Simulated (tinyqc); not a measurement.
Off-state leakage of single and stacked transistors: two steps of the calculation.

n-channel devices of unit width. Subthreshold current I(Vg, Vs, Vd) = I0 (T/300 K)^0.5 exp[(Vg - Vs - VT(T) - gb (Vs - Vb) + dd (Vd - Vs))/(nf Vt)] (1 - exp(-(Vd - Vs)/Vt)), VT(T) = VT - cT (T - 300 K). Gate-edge tunnelling Ig (Vd/1 V) exp(ag (Vd - 1 V)), for a gate at 0 V, and band-to-band leakage Ab u exp(-Bb/u), u = Vd - Vb + 1 V, flow at a drain held at V; both are taken as independent of T. In a stack of off transistors (all gates at 0 V) the same subthreshold current passes through each.

Values chosen for this exercise; values of the order met in bulk silicon logic transistors:

| symbol | value | unit | meaning |
|---|---|---|---|
| T | 398 | K | temperature |
| V | 0.7 | V | supply voltage |
| VT | 0.26 | V | threshold at 300 K, zero drain and body bias |
| cT | 0.8 | mV/K | fall of the threshold with temperature |
| I0 | 0.4 | uA/um | current at threshold at 300 K |
| nf | 1.5 |  | slope factor |
| dd | 0.07 |  | drain-induced lowering per volt |
| gb | 0.11 |  | rise of the threshold per volt of source-body bias |
| Ig | 0.0007 | uA/um | gate-edge tunnelling current at 1 V |
| ag | 5.3 | 1/V | exponential slope of the gate current |
| Ab | 60 | uA/(um V) | prefactor of band-to-band leakage at the drain |
| Bb | 27 | V | its exponential voltage |
| Vb | -0.3 | V | body voltage |

Constants: q = 1.602176634e-19 C, kB = 1.380649e-23 J/K, Vt = kB T/q. Results are converted to the units shown.

Task 1. Leakage of one transistor. Vg = Vs = 0, Vd = V; effective threshold VT(T) - gb Vb - dd V.

Find: effective threshold; parts; total; shares.

Result 1.

effective threshold = 0.16560 V
parts (nA/um): subthreshold 18.428, gate edge 0.099924, band-to-band 0.16452
total = 18.692 nA/um
shares (%): subthreshold 98.585, gate edge 0.53457, band-to-band 0.88013

The subthreshold part is the largest.

Task 2. New Vx. Stack of two, Vx the node between them: I_low = I(0, 0, Vx), I_up = I(0, Vx, V), f = ln(I_up/I_low), f' = -(1 + gb + 2 dd)/(nf Vt) - 1/(Vt (exp(Vx/Vt) - 1)) - 1/(Vt (exp((V - Vx)/Vt) - 1)), Vx(new) = Vx - f/f'.

Vx after iteration 2 = 0.050072559 V

Find: I_low; I_up; f; f'; Vx after iteration 3.

Result 2.

I_low = 5.843 nA/um
I_up = 5.844 nA/um
f = 1.057e-4
f' = -33.12 1/V
Vx after iteration 3 = 0.05008 V

Numbers from tinyqc (`OMP_NUM_THREADS=1 python tinyqc.py 2242101 2242102 out.jsonl`; about 0.04 s on one thread of a shared Intel Xeon 2.30GHz).
